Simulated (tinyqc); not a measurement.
Inputs raised by 10 %, one at a time: Koster-Slater impurity in a tight-binding band, by Green functions and by supercells. Computed by tinyqc, a small Python program. Command: `OMP_NUM_THREADS=1 python tinyqc.py 3021553 3021554 out.jsonl kosterslater sens`. One thread of a shared host (Intel(R) Xeon(R) Processor @ 2.30GHz), about 0.07 s of CPU time with the checks.

One orbital per site, e(k) = -2 t sum cos(k_i) over 2 direction(s), band from -4 t to 4 t, lattice constant 1. One site has the extra energy U. Spin is left out.

Inputs (values chosen for the exercise, for a model band):
```
quantity                  value      unit
hopping t                   1.6        eV
impurity potential U       3.62        eV
supercell edge N              2     sites
energy inside the band E  -3.39        eV
broadening eta             0.24        eV
impurity concentration c  0.002  per site
```

Lattice: square.

Constants: hbar = 6.582119569e-16 eV s.

Method:
- Outside the band G0(E) = (2/(pi E)) K(m), m = 16 t^2/E^2, K the complete elliptic integral with parameter m.
- A bound state solves 1/U = G0(E).
- Bisection in ln(distance from the edge) between 1e-5 t and |U| + t. Weight on the impurity site: -1/(U^2 dG0/dE), by a central difference with step min(1e-4 t, distance/30). Decay length along an axis: 1/arccosh(1 + distance/(2 t)).
- Inside the band G0(z), z = E + i eta, comes from the chain form 1/(sqrt(y - 2t) sqrt(y + 2t)) (principal roots) at y = z + 2 t cos k, averaged over k in (0, pi) with 200 Gauss-Legendre points.
- T = U/(1 - U G0); phase shift delta = -arg(1 - U G0) in (-pi, pi]; host density of states -Im G0/pi; on the impurity -Im[G0/(1 - U G0)]/pi; lifetime of a band state hbar/(-2 c Im T).
- In a periodic cell of N sites along each direction with Bloch vector K, the level solves 1/U = N^-d sum_k 1/(E - e(k)), k_i = (2 pi m_i + K_i)/N, m_i = 0..N-1; the outermost root on the side of U is taken (bisection). d is the number of directions. Gamma means K_i = 0, the zone corner K_i = pi, the quarter point K_i = pi/2.
- The error is measured against the isolated level E_b.

Runs; columns: (1) input moved; (2) from; (3) to; (4) distance from the band edge (eV); (5) weight on the impurity site; (6) width between Gamma and the corner (eV); (7) scattering lifetime (fs):
```
(1)                                    (2)     (3)      (4)      (5)     (6)     (7)
base run                                 -       -  0.18557  0.27101  4.0720  187.47
hopping t (eV)                         1.6    1.76  0.11979  0.19542  4.6723  181.57
impurity potential U (eV)             3.62   3.982  0.29885  0.35444  3.8879  170.43
impurity concentration c (per site)  0.002  0.0022  0.18557  0.27101  4.0720  170.43
energy inside the band E (eV)        -3.39  -3.729  0.18557  0.27101  4.0720  195.83
broadening eta (eV)                   0.24   0.264  0.18557  0.27101  4.0720  187.17
```

Exponents ln(y'/y) / ln(x'/x); columns: (1) input; (2) distance from the band edge; (3) weight on the impurity site; (4) width between Gamma and the corner; (5) scattering lifetime:
```
(1)                          (2)     (3)     (4)     (5)
hopping t                 -4.592  -3.431   1.443  -0.335
impurity potential U       5.000   2.816  -0.485  -1.000
impurity concentration c   0.000   0.000   0.000  -1.000
energy inside the band E   0.000   0.000   0.000   0.458
broadening eta             0.000   0.000   0.000  -0.017
```

To which inputs is each result most sensitive?

Among the inputs moved here: distance from the band edge answers most in size to impurity potential U (exponent +5.000), next to hopping t (-4.592); its exponent is below 0.0005 for impurity concentration c, energy inside the band E, broadening eta. Weight on the impurity site answers most in size to hopping t (exponent -3.431), next to impurity potential U (+2.816); its exponent is below 0.0005 for impurity concentration c, energy inside the band E, broadening eta. Width between Gamma and the corner answers most in size to hopping t (exponent +1.443), next to impurity potential U (-0.485); its exponent is below 0.0005 for impurity concentration c, energy inside the band E, broadening eta. Scattering lifetime answers most in size to impurity potential U (exponent -1.000), and about equally to impurity concentration c (-1.000). Its exponent -1.000 in impurity concentration c: independent scatterers.
